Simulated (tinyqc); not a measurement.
What each parameter does: sp3s* tight binding.

sp3s* tight binding, nearest neighbours only: anion (a) at 0, cation (c) at a/4 (1,1,1), orbitals s, px, py, pz, s* on each; k in units of 2 pi/a. With phases e_j = exp(i (pi/2) k.n_j) for n = (1,1,1), (1,-1,-1), (-1,1,-1), (-1,-1,1): g0 = (e1+e2+e3+e4)/4, g1 = (e1+e2-e3-e4)/4, g2 = (e1-e2+e3-e4)/4, g3 = (e1-e2-e3+e4)/4. The diagonal holds the levels Esa, Epa, Exa (s*) and Esc, Epc, Exc. Anion-cation block: <sa|sc> = Vss g0; <sa|xc> = Vsapc g1; <xa|sc> = -Vscpa g1; <xa|xc> = Vxx g0; <xa|yc> = <ya|xc> = Vxy g3, <xa|zc> = <za|xc> = Vxy g2, <ya|zc> = <za|yc> = Vxy g1; <s*a|xc> = Vxapc g1; <xa|s*c> = -Vpaxc g1; y and z take g2 and g3 in place of g1; s-s* and s*-s* vanish.

Inputs chosen for the exercise (near a published set for Si, fitted to gaps, whose masses and valley positions are rough; the results hold for these values, not for the real material): Esa = -4.241 eV (s level of the anion); Epa = 1.729 eV (p level of the anion); Esc = -4.241 eV (s level of the cation); Epc = 1.729 eV (p level of the cation); Exa = 6.746 eV (s* level of the anion); Exc = 6.746 eV (s* level of the cation); Vss = -8.197 eV (s-s); Vxx = 1.706 eV (px-px); Vxy = 4.629 eV (px-py); Vsapc = 5.774 eV (s anion, p cation); Vscpa = 5.774 eV (s cation, p anion); Vxapc = 5.417 eV (s* anion, p cation); Vpaxc = 5.417 eV (p anion, s* cation).

Gaps from the top of the valence band at Gamma; Delta is the minimum on (x,0,0), 0.5 <= x <= 1. A change on one sublattice alone makes the two atoms unequal.

Results for these values:

| case | Ev (eV) | gap Gamma (eV) | gap Delta (eV) | gap L (eV) |
|---|---|---|---|---|
| base | 0.0230 | 3.4120 | 1.1667 | 2.4312 |

What happens to each result for Vscpa = 6.074 eV, all else kept?

Answer: Ev does not change at the printed digits; gap Gamma does not change at the printed digits; gap Delta rises from 1.1667 to 1.2372; gap L rises from 2.4312 to 2.4600.

The same for each parameter in turn:

| case | Ev (eV) | gap Gamma (eV) | gap Delta (eV) | gap L (eV) |
|---|---|---|---|---|
| base | 0.0230 | 3.4120 | 1.1667 | 2.4312 |
| Epa = 1.429 eV | -0.1336 | 3.4252 | 1.2519 | 2.5433 |
| Vxy = 4.329 eV | 0.0230 | 3.4120 | 1.1667 | 2.4060 |
| Exc = 6.946 eV | 0.0230 | 3.4120 | 1.2023 | 2.4438 |
| Vss = -7.897 eV | 0.0230 | 3.4120 | 1.1874 | 2.3373 |
| Vscpa = 6.074 eV | 0.0230 | 3.4120 | 1.2372 | 2.4600 |
| Vxx = 1.906 eV | -0.1770 | 3.8120 | 1.4038 | 2.6482 |

Vxy, Exc and Vscpa cannot move Ev or the gap at Gamma, whose blocks do not hold them; s parameters never move Ev, and move the gap only where the lowest empty level at Gamma is s-like.

Run: tinyqc, `OMP_NUM_THREADS=1 python tinyqc.py 1481851 1481852 out.jsonl`; Intel(R) Xeon(R) Processor @ 2.30GHz, one thread, shared host; about 0.1 s of CPU time with all checks.
